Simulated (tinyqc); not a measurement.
# Silicon n-p-n transistor, Gummel numbers and transit times: two studies

One-dimensional n-p-n transistor in the forward active mode at low injection. In the base p(x) = NB exp(-eta x/wb) and ni(x)^2 = ni^2 exp((g0 + g1 x/wb)/Vt); electrons leave the base at vsat; band spikes at the emitter junction and recombination inside the emitter are ignored.

Parameters, values chosen for the exercise; band and dielectric values close to those of silicon:
```
symbol    value        unit                                             meaning
T           300           K                                         temperature
Eg         1.12          eV                                            band gap
eps_r      11.5                                           relative permittivity
Nc      2.75e19       cm^-3              conduction-band density of states at T
Nv      2.66e19       cm^-3                 valence-band density of states at T
vsat      9.9e6        cm/s                                 saturation velocity
wb          430          nm                                  neutral base width
NB       2.4e17       cm^-3                     base doping at the emitter edge
eta           0                                  doping falls as exp(-eta x/wb)
g0            0          eV       gap reduction at the emitter edge of the base
g1            0          eV      further gap reduction across the base (linear)
Dn          4.2      cm^2/s          electron diffusion coefficient in the base
NE       2.8e20       cm^-3                                      emitter doping
gE        0.074          eV  gap reduction in the emitter (negative: wider gap)
we           93          nm                               neutral emitter width
Dp          1.6      cm^2/s           hole diffusion coefficient in the emitter
Se          2e6        cm/s       recombination velocity at the emitter contact
tb         7e-7           s                       electron lifetime in the base
NC       6.3e15       cm^-3                                    collector doping
VCB         0.2           V                         collector-base reverse bias
Cj          4.6     fF/um^2                        emitter junction capacitance
Rc           58    ohm um^2                   emitter plus collector resistance
mp          110  cm^2/(V s)                           hole mobility in the base
```

Constants: q = 1.602176634e-19 C, kB = 1.380649e-23 J/K, Vt = kB T/q, eps0 = 8.8541878128e-14 F/cm where lengths are in cm. Results are converted to the units shown.

Each table varies one quantity; the others keep the values above.

## Cut-off frequency against collector current

f(x) = p(x) ni^2/ni(x)^2; I(x) = integral from x to wb of f/Dn, plus f(wb)/vsat; base Gummel number GB = I(0); electron density per unit flux n/(J/q) = I/f; base transit time tauB = integral of I/f over the base. ni = sqrt(Nc Nv) exp(-Eg/(2 Vt)), Eg in volts; JC = J0 exp(VBE/Vt), J0 = q ni^2/GB; collector layer one-sided, Wc = sqrt(2 eps0 eps_r (Vbc + VCB)/(q NC)), Vbc = Vt ln(NB exp(-eta) NC/ni^2), Cjc = eps0 eps_r/Wc, tauC = Wc/(2 vsat). Delay 1/(2 pi fT) = tauE + tauB + tauC + tauR with tauE = Vt (Cj + Cjc)/JC and tauR = Rc Cjc. Charge stored in the emitter is left out. The Kirk effect, also left out, sets in near JC = q NC vsat. n(0) = (JC/q) I(0)/f(0).

The same in every row: tauB (ps) = 224.5; tauC (ps) = 2.248; tauR (ps) = 0.01327.

Results:
```
JC (mA/um^2),VBE (V),tauE (ps),fT (GHz),JC/(q NC vsat),n(0)/NB
6.2e-5,0.7103,2013,0.07105,6.204e-4,0.001667
0.00026,0.7474,480.1,0.2252,0.002602,0.006991
0.00053,0.7658,235.5,0.3443,0.005304,0.01425
0.0011,0.7847,113.5,0.4678,0.01101,0.02958
0.0022,0.8026,56.74,0.5615,0.02202,0.05915
0.0045,0.8211,27.74,0.6255,0.04503,0.1210
0.0091,0.8393,13.72,0.6619,0.09107,0.2447
0.019,0.8584,6.570,0.6822,0.1901,0.5109
```

Estimate the missing row, JC = 0.00013 mA/um^2.

Computed row:
```
JC (mA/um^2),VBE (V),tauE (ps),fT (GHz),JC/(q NC vsat),n(0)/NB
0.00013,0.7295,960.3,0.1341,0.001301,0.003495
```

With this row back in the table: fT rises from 0.0710 to 0.682 GHz as the charging time falls as 1/JC; its limit for vanishing tauE is 0.702 GHz, of which the largest delay is tauB (99.0 %). tauE equals the other delays together at JC = 5.51e-4 mA/um^2. For JC = 0.0091, 0.019 the electron density at the emitter edge exceeds a fifth of NB, beyond low injection.

## Effect of the base doping at the emitter edge

ni = sqrt(Nc Nv) exp(-Eg/(2 Vt)), Eg in volts; GE = NE exp(-gE/Vt)(we/Dp + 1/Se); JC = J0 exp(VBE/Vt), J0 = q ni^2/GB; gain limited by back injection GE/GB, by base recombination tb/tauB, together 1/beta = the sum of the inverses; collector layer one-sided, Wc = sqrt(2 eps0 eps_r (Vbc + VCB)/(q NC)), Vbc = Vt ln(p(wb) NC/ni^2), Cjc = eps0 eps_r/Wc; Early voltage VA = GB q p(wb)/(f(wb) Cjc [1/Dn - (eta + g1/Vt)/(wb vsat)]), f(wb) = p(wb) exp(-(g0 + g1)/Vt), p(wb) = NB exp(-eta); tauC = Wc/(2 vsat). Peak fT here means 1/(2 pi (tauB + tauC + Rc Cjc)); base sheet resistance 1/(q mp times the integral of p).

The same in every row: tb/tauB = 3119; tauB (ps) = 224.5.

Effect of the base doping at the emitter edge:
```
NB (cm^-3),GB (s/cm^4),GE/GB,beta,VA (V),tauC (ps),peak fT (GHz),base sheet resistance (kohm)
3e16,3.102e11,325.5,294.8,8.869,2.185,0.7022,43.99
5.1e16,5.273e11,191.5,180.4,15.19,2.201,0.7021,25.87
8.6e16,8.892e11,113.6,109.6,25.79,2.217,0.7021,15.34
1.5e17,1.551e12,65.11,63.78,45.33,2.234,0.7020,8.797
2.5e17,2.585e12,39.07,38.58,76.06,2.249,0.7020,5.278
4.2e17,4.342e12,23.25,23.08,128.6,2.264,0.7019,3.142
7.1e17,7.341e12,13.76,13.69,219.0,2.279,0.7019,1.859
1.2e18,1.241e13,8.139,8.117,372.5,2.295,0.7018,1.100
```

Read the table: what changes, and by how much?

As NB goes from 3e16 to 1.2e18, beta falls from 295 to 8.12, VA rises from 8.87 to 373 V, the peak fT stays near 0.702 GHz and the base sheet resistance falls from 44.0 to 1.10 kohm. The product beta VA changes by a factor of 1.16. Back injection limits the gain in every row. For NB = 3e16, 5.1e16 the collector doping exceeds a tenth of the base doping at that edge, so the one-sided formulas are rough.

Range of the model: Heavy doping makes emitter or base degenerate; gE and g0 are to be read as apparent gap changes that include this.

Program tinyqc, `OMP_NUM_THREADS=1 python tinyqc.py 2320160 2320161 out.jsonl`; Intel Xeon 2.30GHz, shared host, one thread, about 0.01 s.
